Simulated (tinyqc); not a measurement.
Extended Hueckel theory, for H3+, step by step. The parameters take no account of the charge, which enters only through the electron count. One step of it, computed by the program tinyqc.

Question. Mulliken analysis. P = C n C^T; charge = valence electrons (H 1) minus the sum of (P S)_ii on the atom; overlap population = 2 sum P_ij S_ij between two atoms.

coefficients:
```
            MO1        MO2        MO3
1H 1s  0.400722  -0.584173   1.094415
2H 1s  0.400722  -0.584173  -1.094415
3H 1s  0.390738   1.198201   0.000000
```

occupations: 2.000000  0.000000  0.000000

overlap S, lower triangle:
```
          1H 1s     2H 1s     3H 1s
1H 1s  1.000000
2H 1s  0.582549  1.000000
3H 1s  0.541391  0.541391  1.000000
```

Give: charges; Overlap populations.

Answer.

charges: 1H 0.3222, 2H 0.3222, 3H 0.3556

Overlap populations:

| pair | value |
|---|---|
| 2-1 | 0.374179 |
| 3-1 | 0.339078 |
| 3-2 | 0.339078 |
